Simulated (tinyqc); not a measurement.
## Space-charge-limited current with shallow traps: effect of the thickness

One carrier type, drift only, an injecting contact at x = 0 (zero field) and thickness L. The share th = y/(1 + y), y = (Nc/Nt) exp(-Et/kB T), of the injected charge is free: J = q mu n F, eps0 eps_r dF/dx = q (n - n0)/th.

Ohmic J = q n0 mu V/L; Mott-Gurney J = (9/8) th eps0 eps_r mu V^2/L^3; they cross at Vx = 8 q n0 L^2/(9 th eps0 eps_r); traps fill at V_TFL = q Nt L^2/(2 eps0 eps_r). Exact: with u = n0/n(L), w = -u - ln(1 - u) and v = -u - u^2/2 - ln(1 - u), V = (q n0 L^2/(th eps0 eps_r)) v/w^2 and J = q^2 n0^2 mu L/(th eps0 eps_r w).

Inputs (values chosen for the exercise): temperature T = 350 K; relative permittivity eps_r = 12.9; mobility mu = 0.0013 cm^2/(V s); band density of states Nc = 1.1e20 cm^-3; trap density Nt = 2.9e16 cm^-3; trap depth Et = 0.32 eV; free carrier density in equilibrium n0 = 5.7e13 cm^-3; voltage V = 16 V.

Constants: q = 1.602176634e-19 C, kB = 1.380649e-23 J/K, Vt = kB T/q, eps0 = 8.8541878128e-14 F/cm where lengths are in cm. Results are converted to the units shown.

Results:
```
L (nm)	J (A/cm^2)	ohmic (A/cm^2)	Mott-Gurney (A/cm^2)	d ln J/d ln V
560	0.2109	0.003392	0.2084	1.988
820	0.06811	0.002317	0.06637	1.974
1200	0.02237	0.001583	0.02118	1.946
1800	0.007078	0.001055	0.006275	1.885
3900	0.001004	4.871e-4	6.169e-4	1.596
5700	4.752e-4	3.333e-4	1.976e-4	1.373
8400	2.623e-4	2.261e-4	6.174e-5	1.173
```

Estimate the missing row, L = 2600 nm.

Computed row:
```
L (nm)	J (A/cm^2)	ohmic (A/cm^2)	Mott-Gurney (A/cm^2)	d ln J/d ln V
2600	0.002646	7.306e-4	0.002082	1.781
```

With this row back in the table: J falls from 0.211 to 2.62e-4 A/cm^2, as L^(-2.96) between the first two rows and L^(-1.53) between the last two (space charge -3, ohmic -1). The thickness law marks a bulk-limited current; an electrode-limited one depends on V/L alone. For L = 560, 820, 1200 V exceeds half of V_TFL, which goes as L^2, so trap filling, left out here, would raise the current.

Range of the model: Diffusion and a field-dependent mobility are left out. With injecting contacts the diffusion current, about 4 pi^2 Vt th eps0 eps_r mu V/L^3, equals the Mott-Gurney current at V = 35 kB T/q (0.9 V at 300 K), so the drift-only result needs V well above that.

Numbers from tinyqc (`OMP_NUM_THREADS=1 python tinyqc.py 2370062 2370063 out.jsonl`; about 0.01 s on one thread of a shared Intel Xeon 2.30GHz).
